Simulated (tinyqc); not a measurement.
Worked calculation: Heisenberg magnet: exchange from energy differences, ordering vector, linear spin waves and ordering temperature. Computed by tinyqc, a small Python program that keeps every step. Command: `OMP_NUM_THREADS=1 python tinyqc.py 3013038 3013039 out.jsonl magnon walk`. One thread of a shared host (Intel(R) Xeon(R) Processor @ 2.30GHz), about 0.09 s of CPU time with the checks. Intermediate numbers are printed to about 5 digits and carried at full precision; extremes and crossings named in words are read from the listed rows.

H = -sum over pairs <ij> J_ij S_i.S_j - K sum_i (S_i^z)^2, each pair once, J > 0 ferromagnetic. First neighbours: 12 at a (0.5, 0.5, 0), second: 6 at a (1, 0, 0), with all permutations and signs.

Inputs (values chosen for the exercise, for a model magnet):
```
quantity                 value      unit
exchange J1               1.87       meV
exchange J2                0.2       meV
spin S                     3.5         -
single-ion anisotropy K    0.1       meV
lattice constant a        4.83  angstrom
mesh divisions n            16         -
temperature T              400         K
```

Lattice: fcc. Order: ferromagnetic.

wave vector q (2 pi/a): 0.33  0.25  0.25

Constants: h x 1 THz = 4.135667696 meV; k_B = 8.617333262e-05 eV/K.

## Energies of ordered states

J(q) = J1 g1(q) + J2 g2(q), g_s(q) = sum over shell s of cos(q.R). A classical spiral or collinear state of wave vector Q has the exchange energy -(S^2/2) J(Q) per site.

States, Q in 2 pi/a:
```
Q                  g1  g2  energy (meV/site)
G (0, 0, 0)        12   6           -144.795
X (1, 0, 0)        -4   6             38.465
L (0.5, 0.5, 0.5)   0  -6              7.350
W (1, 0.5, 0)      -4   2             43.365
```

The lowest of these is G (0, 0, 0), 152.145 meV per site below L (0.5, 0.5, 0.5).

## Back from energy differences to J1 and J2

Subtract the first row of the table from the second and third: dE = -(S^2/2)(dg1 J1 + dg2 J2), two equations for two unknowns, as in mapping total energies onto a spin model.

coefficients:
```
     J1    J2
1  98.0   0.0
2  73.5  73.5
```

energy differences (meV/site): 183.260  152.145

J1, J2 (meV): 1.87  0.20

## Magnon energy at q

g_s(q) = sum over shell s of cos(q.R), z1 = g1(0). E(q) = S [J(0) - J(q)] + (2S - 1) K, J(q) = J1 g1 + J2 g2. The factor 2S - 1 removes the anisotropy for S = 1/2.

g1(q) = 4.8796

g2(q) = -0.96351

E(q) = 52.078 meV

frequency = 12.592 THz

## Long waves and the gap

sum R_x^2 over the shells is s1 = 2 a^2 and s2 = 2 a^2. E = gap + D q^2 with D = (S/2)(J1 s1 + J2 s2) and gap = (2S - 1) K.

stiffness D = 169.02 meV angstrom^2

gap = 0.6 meV

## Dispersion

The formulas are those given above.

Energies (meV); X = (1, 0, 0), L = (0.5, 0.5, 0.5) in 2 pi/a:
```
line  fraction of the way    E(q)  gap + D q^2
G-X                  0.10    3.43         3.46
G-X                  0.25   17.34        18.48
G-X                  0.50   55.76        72.11
G-X                  0.75   91.38       161.49
G-X                  1.00  105.32       286.62
G-L                  0.10    2.73         2.75
G-L                  0.25   13.33        14.01
G-L                  0.50   44.07        54.23
G-L                  0.75   74.81       121.27
G-L                  1.00   87.54       215.12
```

At the end of the G-X rows the long-wave form is 2.72 times the true energy. At the end of the G-L rows the long-wave form is 2.46 times the true energy. It holds to 5 % in 2 of the ten rows; nearer the zone boundary the cosine flattens the band.

## Loss of moment

Mesh: q = sum_i (m_i + 1/2)/n b_i, m_i = 0..n-1, b = [[-1, 1, 1], [1, -1, 1], [1, 1, -1]] in 2 pi/a; <..> is the mean over the mesh. n = 1/(exp(E/(k_B T)) - 1); no zero-point loss; thermal loss <n>; moment = S less the losses.

zero-point loss = 0

thermal loss = 0.20247

moment <S^z> = 3.2975

The thermal loss is 5.78 % of S.

## Ordering temperature

K left out. Mean field: k_B T = S (S + 1) J(Q)/3 at the ordering vector Q; random-phase (Tyablikov): k_B T = [S (S + 1)/3] / <1/(J(Q) - J(q))>; Curie-Weiss theta = S (S + 1) J(0)/(3 k_B).

mean-field ordering temperature = 1440.2 K

random-phase ordering temperature = 1111.7 K

Curie-Weiss temperature = 1440.2 K

The random-phase value is 0.77 of mean field, since it weights the soft long waves (a harmonic mean of J(Q) - J(q) in place of the arithmetic one); on this mesh it lies slightly high.

Checks made by the program: the long-wave formula against the dispersion (relative difference 1e-06).
